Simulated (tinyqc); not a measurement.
Hall effect and magnetoresistance of several carrier groups with constant relaxation times: one step, computed by the program tinyqc. Command: `OMP_NUM_THREADS=1 python tinyqc.py 3017672 3017673 out.jsonl hall2 walk`. One thread of a shared host (Intel(R) Xeon(R) Processor @ 2.30GHz), about 0.01 s of CPU time with the checks.

Group 1 has charge -e and group 2 charge -e; s_i is that sign. B lies along z; mu B is formed with mu in m^2/(V s).

Question. Back from four measured limits to the two groups. With z_i = s_i mu_i and w_i = s_i n_i the moments M_k = w1 z1^k + w2 z2^k are M_(-1) = (1 + MR_sat) M_0^2/M_1, M_0 = 1/(e R_strong), M_1 = sigma(0)/e, M_2 = R_weak sigma(0)^2/e. The z_i are the roots of z^2 + p z + q with M_2 + p M_1 + q M_0 = 0 and M_1 + p M_0 + q M_(-1) = 0; then w follows from M_0 and M_1. Group 1 is the faster.

Inputs (values chosen for the exercise, for a model conductor): mobility mu1 = 61000 cm^2/(V s); magnetic field B = 7 T.

Carriers: two electron groups. Densities: per volume.

R_H at strong field = -421.7236 cm^3/C

sigma at B = 0 = 93.18259 S/cm

R_H at weak field = -639.2192 cm^3/C

saturation MR = 502.1630 %

Constants: e = 1.602176634e-19 C.

Give: p and q; signed mobilities s_i mu_i; densities.

Answer.

p and q: 63600  1.5860e+08

signed mobilities s_i mu_i (cm^2/(V s)): -61000  -2600

densities (1/cm^3): 9.3000e+15  5.5000e+15

Caution: mu B is well above 1, where Landau quantisation, left out here, shows at low temperature.
